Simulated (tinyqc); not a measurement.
MOSFET in saturation, small-signal circuit and noise: one step of the calculation.

Bias by the inversion coefficient IC = I/Ispec (charge-based model with velocity saturation; weak inversion below 0.1, strong above 10). Common-source circuit: gm, gds, Cgs, Cgd and Cj at the inner nodes, Rg in series with the gate; quasi-static, no source or drain resistance, no gate-body capacitance, no substrate network, no induced gate noise, so fmax is an upper estimate.

Problem. Current gain and unilateral power gain. |h21| = |Y21/Y11|; U = |Y21 - Y12|^2/(4 [Re Y11 Re Y22 - Re Y12 Re Y21]). Extrapolated at 20 dB a decade: f |h21| and f sqrt(U).

Parameters, values chosen for the exercise: signal frequency f = 20 GHz.

Y with Rg (mS):

|  | 1 | 2 |
|---|---|---|
| 1 | 0.043542486+1.851681450i | -0.012699458-0.540055307i |
| 2 | 5.091960565-0.660091931i | 0.300761130+0.964833814i |

Wanted: |h21|; U; f |h21|; f sqrt(U).

Solution.

|h21| = 2.7722
U = 83.821
f |h21| = 55.443 GHz
f sqrt(U) = 183.11 GHz

tinyqc, about 0.01 s, one thread, Intel Xeon 2.30GHz (shared host): `OMP_NUM_THREADS=1 python tinyqc.py 2150035 2150036 out.jsonl`
